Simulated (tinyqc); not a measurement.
Worked calculation: classical nucleation, growth and JMAK kinetics of crystallisation from a melt or glass. Computed by tinyqc, a small Python program that keeps every step. Command: `OMP_NUM_THREADS=1 python tinyqc.py 3020920 3020921 out.jsonl nucl walk`. One thread of a shared host (Intel(R) Xeon(R) Processor @ 2.30GHz), about 0.01 s of CPU time with the checks. Intermediate numbers are printed to about 6 digits and carried at full precision; extremes and crossings named in words are read from the listed rows.

A spherical nucleus cap on a flat wall with a sharp interface of isotropic energy gamma; lambda = Omega^(1/3) is the jump distance.

Inputs (values chosen for the exercise, for a model substance):
```
quantity                        value        unit
melting point T_m                1180           K
heat of melting per volume H     2980      J/cm^3
interface energy gamma          0.322       J/m^2
atomic volume Omega              17.3  angstrom^3
temperature T                     741           K
diffusion prefactor D0        9.9e-05       m^2/s
activation energy Q              1.96          eV
contact angle theta                60     degrees
wall area per volume S_v      3.1e+06         1/m
time t                        4.9e-06           s
```

Nucleation: on a flat wall. Driving force: Thompson-Spaepen.

Constants: e = 1.602176634e-19 C; k_B = 1.380649e-23 J/K; k_B = 8.617333262e-05 eV/K.

## Critical nucleus

Driving force per volume: dG = H [(T_m - T)/T_m] [2 T/(T_m + T)]. Shape factor f = (2 + cos theta)(1 - cos theta)^2/4. W(r) = f [4 pi r^2 gamma - (4/3) pi r^3 dG]; r* = 2 gamma/dG; W* = f 16 pi gamma^3/(3 dG^2); n* = f (4/3) pi r*^3/Omega.

driving force dG = 855.302 J/cm^3

shape factor f = 0.15625

critical radius r* = 0.752950 nm

barrier W* = 0.745739 eV

atoms in the nucleus n* = 16.1496

W*/(k_B T) = 11.6787

The wall leaves r* unchanged and cuts the barrier to 15.6 % of the homogeneous value. W* equals n* Omega dG/2 = 0.746 eV. Caution: with under 20 atoms in the nucleus or a barrier under 10 k_B T the capillary model is only a guide.

## Steady nucleation rate

D = D0 exp(-Q/(k_B T)); attachment rate k+ = (A*/lambda^2) D/lambda^2 with A* = 2 pi r*^2 (1 - cos theta); Zeldovich factor Z = sqrt(W*/(3 pi k_B T))/n*; sites per volume N = S_v/lambda^2; I = N Z k+ exp(-W*/(k_B T)); lag time = 1/(4 pi Z^2 k+).

diffusivity D = 4.62432e-18 m^2/s

attachment rate k+ = 1840.78 1/s

Zeldovich factor Z = 0.0689288

sites N = 4.63444e+25 1/m^3

nucleation rate I = 4.98189e+22 1/(m^3 s)

lag time = 0.00909884 s

A rise of gamma by 5 % would change I by a factor of about exp(-W*/(k_B T) (1.05^3 - 1)) = 0.16.

## Growth velocity

Growth (Wilson-Frenkel): u = (D/lambda) [1 - exp(-dG Omega/(k_B T))]. D = D0 exp(-Q/(k_B T)).

growth velocity u = 1.36704e-08 m/s

## Fraction transformed and grain size

JMAK with steady nucleation and growth, nuclei spread at random: extended fraction X_e = (pi/3) I u^3 t^4, X = 1 - exp(-X_e); t_X = [-3 ln(1 - X)/(pi I u^3)]^(1/4); final grains per volume = Gamma(5/4) (3/pi)^(1/4) (I/u)^(3/4), Gamma(5/4) = 0.9064024771. Grain size = (grains per volume)^(-1/3).

extended fraction = 7.68328e-23

fraction X at t = 7.68328e-23

half time t_0.5 = 1.51013 s

grains per volume = 7.47350e+22 1/m^3

grain size = 0.0237406 micrometre

t is 3.2e-6 half times: nearly nothing has crystallised. Caution: grains come out smaller than the spacing of the walls, so nuclei are not spread at random as JMAK assumes.

## Nose of the time-temperature curve

JMAK with steady nucleation and growth, nuclei spread at random: extended fraction X_e = (pi/3) I u^3 t^4, X = 1 - exp(-X_e); t_X = [-3 ln(1 - X)/(pi I u^3)]^(1/4); final grains per volume = Gamma(5/4) (3/pi)^(1/4) (I/u)^(3/4), Gamma(5/4) = 0.9064024771. The nose is the T between 0.3 and 0.97 T_m where I u^3 is largest; the time is for X = 1e-6, and the critical cooling rate is estimated as (T_m - T_nose)/t_nose.

nose temperature = 910.867 K

nose time = 0.00170159 s

critical cooling rate = 158166 K/s

The nose lies at 0.77 T_m. Rapid quenching of thin ribbons or droplets could reach this.

## Nucleation and growth against temperature

Grain size = (grains per volume)^(-1/3). Rows are kept where W*/(k_B T) < 70.

Rates:
```
T (K)  W*/(k_B T)  I (1/(m^3 s))      u (m/s)    t_0.5 (s)  grain size (micrometre)
590       10.8745    4.83508e+19  6.08819e-12  2.79082e+03              1.95396e-02
649       10.7703    1.70215e+21  1.93797e-10  8.54949e+01              1.90538e-02
708       11.1878    1.99137e+22  3.39710e-09  5.39609e+00              2.10807e-02
767       12.2228    8.04467e+22  3.73921e-08  6.29850e-01              2.70840e-02
826       14.1397    9.48037e+22  2.83123e-07  1.32438e-01              4.31204e-02
885       17.5425    1.91111e+22  1.57038e-06  5.46859e-02              9.87586e-02
944       23.8943    1.60813e+20  6.64207e-06  6.12197e-02              4.67617e-01
1003      37.4096    8.69083e+14  2.17823e-05  5.21021e-01              1.30514e+01
1050      63.0782    1.66795e+04  4.62037e-05  1.41627e+02              7.52521e+03
```

Among these rows I peaks at 826 K, u at 1050 K and the change is fastest at 885 K, between the two. Growth has no barrier W*, so it peaks nearer T_m than nucleation. The grain size goes as (u/I)^(1/4), from 0.020 micrometre at the lowest T to 7500 at the highest. Caution: in the coldest rows the nucleus has under 20 atoms or the barrier is under 10 k_B T, where the capillary model and steady rates are only a guide.

Checks made by the program: r* and W* against a numerical maximum of W(r) (relative difference 2e-10).
